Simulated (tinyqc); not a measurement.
# Free and trapped electrons in a MOS channel with a dense trap tail: two studies

p-type body, charge-sheet picture, full ionisation (an idealisation for deep acceptors), Boltzmann statistics for free electrons. e = Ec - EF at the surface. Acceptor-like traps of density D(E) = D0 + De exp(-E/Ew) at depth E below Ec, from 0 to Eu, hold n_t = integral of D(E)/(1 + exp((e - E)/Vt)). psi = Eg - Vt ln(Nv/Na) - e; N_dep = sqrt(2 eps0 eps_r Na (psi - Vt)/q); n_f = sqrt(N_dep^2 + 2 eps0 eps_r Vt Nc exp(-e/Vt)/q) - N_dep; Vg = Vfb + psi + q (N_dep + n_t + n_f)/Cox, Cox = eps0 eox/tox.

Values chosen for this exercise; band and dielectric values close to those of 4H silicon carbide: temperature T = 300 K; band gap Eg = 3.25 eV; relative permittivity eps_r = 9.66; conduction-band density of states at T Nc = 1.69e19 cm^-3; valence-band density of states at T Nv = 2.47e19 cm^-3; relative permittivity of the insulator eox = 3.9; insulator thickness tox = 60 nm; acceptor density Na = 2.5e16 cm^-3; flat-band voltage without trapped charge Vfb = -2.31 V; constant background density of acceptor-like traps D0 = 1.6e11 cm^-2 eV^-1; density of the tail at the conduction edge De = 8.8e12 cm^-2 eV^-1; decay energy of the tail Ew = 0.06 eV; depth below Ec down to which the traps reach Eu = 0.58 eV; mobility of free electrons mf = 99 cm^2/(V s).

Constants: q = 1.602176634e-19 C, kB = 1.380649e-23 J/K, Vt = kB T/q, eps0 = 8.8541878128e-14 F/cm where lengths are in cm. Results are converted to the units shown.

Each table varies one quantity; the others keep the values above.

## Free and trapped charge against gate voltage

Free share n_f/(n_f + n_t); swing ln 10 n_f/(dn_f/dVg); field-effect mobility mf q (dn_f/dVg)/Cox, for a constant mf; oxide field q (N_dep + n_t + n_f)/(eps0 eox).

Result of one run:
```
Vg (V)	e (eV)	n_f (cm^-2)	n_t (cm^-2)	free share (%)	swing (mV/decade)	field-effect mobility (cm^2/(V s))	oxide field (MV/cm)
11.9	-0.02203	2.524e12	5.646e11	81.72	1.677e4	95.47	1.853
```

What becomes of these results when the gate voltage Vg is changed from 11.9 to 2.8 V, all else the same?

Result of the changed run:
```
Vg (V)	e (eV)	n_f (cm^-2)	n_t (cm^-2)	free share (%)	swing (mV/decade)	field-effect mobility (cm^2/(V s))	oxide field (MV/cm)
2.8	0.3917	7.286e5	3.117e10	0.002338	115.8	0.003992	0.4050
```

The whole series:
```
Vg (V)	e (eV)	n_f (cm^-2)	n_t (cm^-2)	free share (%)	swing (mV/decade)	field-effect mobility (cm^2/(V s))	oxide field (MV/cm)
2.8	0.3917	7.286e5	3.117e10	0.002338	115.8	0.003992	0.4050
4	0.08991	7.766e10	2.296e11	25.28	1005	49.05	0.5547
5.1	0.04899	3.308e11	3.508e11	48.54	2878	72.95	0.7312
6.2	0.02822	6.424e11	4.238e11	60.25	4964	82.12	0.9111
7.4	0.01275	1.013e12	4.764e11	68.01	7336	87.62	1.109
8.5	0.001841	1.369e12	5.095e11	72.88	9573	90.78	1.290
9.6	-0.007143	1.736e12	5.333e11	76.50	1.186e4	92.90	1.472
10.8	-0.01544	2.144e12	5.520e11	79.53	1.440e4	94.47	1.670
11.9	-0.02203	2.524e12	5.646e11	81.72	1.677e4	95.47	1.853
```

n_f reaches 1e11 cm^-2 at Vg = 4.12 V, against 3.43 V without traps. The free share rises from 0.00234 to 81.7 % and the field-effect mobility rises from 0.00399 to 95.5 cm^2/(V s), although mf = 99 is constant: in the last row 96.4 % of Cox dVg goes into free electrons. The swing in the first row is 116 mV a decade (Vt ln 10 = 59.5). For Vg = 5.1, 6.2, 7.4, 8.5, 9.6, 10.8, 11.9 EF lies less than 2 Vt below the band edge, or above it, where degeneracy and confinement, left out, matter.

## Effect of the acceptor density

Vfb is held fixed. VT is the Vg for n_f = 1e11 cm^-2; swing ln 10 n_f/(dn_f/dVg) at n_f = 1e8 cm^-2; the last three columns are for Vg = VT + 4.8 V, with free share n_f/(n_f + n_t) and field-effect mobility mf q (dn_f/dVg)/Cox; there EF is near the band edge, where Boltzmann statistics are rough.

Effect of the acceptor density:
```
Na (cm^-3)	e at VT (eV)	VT (V)	q n_t/Cox at VT (V)	swing (mV/decade)	n_f (cm^-2)	free share (%)	field-effect mobility (cm^2/(V s))
1e15	0.1201	1.791	0.4694	104.8	1.479e12	75.80	88.77
2e15	0.1128	2.056	0.5048	108.9	1.486e12	75.60	89.23
6e15	0.1003	2.678	0.5734	118.1	1.496e12	75.17	90.17
1e16	0.09424	3.090	0.6108	123.9	1.500e12	74.91	90.68
3e16	0.08077	4.383	0.7038	141.2	1.510e12	74.27	91.89
8e16	0.06843	6.265	0.8014	164.9	1.519e12	73.66	92.98
2e17	0.05673	9.037	0.9040	198.0	1.528e12	73.13	93.87
5e17	0.04492	13.37	1.016	247.7	1.535e12	72.67	94.49
```

What does the table show?

As Na goes from 1e15 to 5e17, VT rises from 1.79 to 13.4 V, its part due to traps rises from 0.469 to 1.02 V, the swing rises from 105 to 248 mV/decade and the field-effect mobility rises from 88.8 to 94.5 cm^2/(V s). Most of the rise of VT is depletion charge; the trap part grows since the same n_f needs EF nearer the band edge at heavier doping. For Na = 5e17 e is under 2 Vt already at VT, so VT too is rough.

Program tinyqc, `OMP_NUM_THREADS=1 python tinyqc.py 2222161 2222162 out.jsonl`; Intel Xeon 2.30GHz, shared host, one thread, about 0.02 s.
